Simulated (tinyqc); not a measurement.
Inside a calculation. Method: tight binding, honeycomb lattice. One step of it, computed by the program tinyqc.

Task: Bloch Hamiltonian at k. H_AB = -t1 (1 + exp(-i k.a1) + exp(-i k.a2)); H_AA = delta - 2 t2 sum cos(k.b + phi), H_BB = -delta - 2 t2 sum cos(k.b - phi), b = a1, a2 - a1, -a2.

Parameters chosen for this model:
```
parameter     value                        unit
t1         2.730000                 eV, nearest
t2                0       eV, second neighbours
phi        1.570000  rad, phase of t2 (Haldane)
delta      2.420000          eV, +/- on A and B
```

k point k (fractions of the reciprocal vectors): [-0.310000, 0.160000]

Give: H(k) at k.

Result:

H(k) at k (eV), order A, B:
```
[[2.420, -3.188-0.233i],
 [-3.188+0.233i, -2.420]]
```
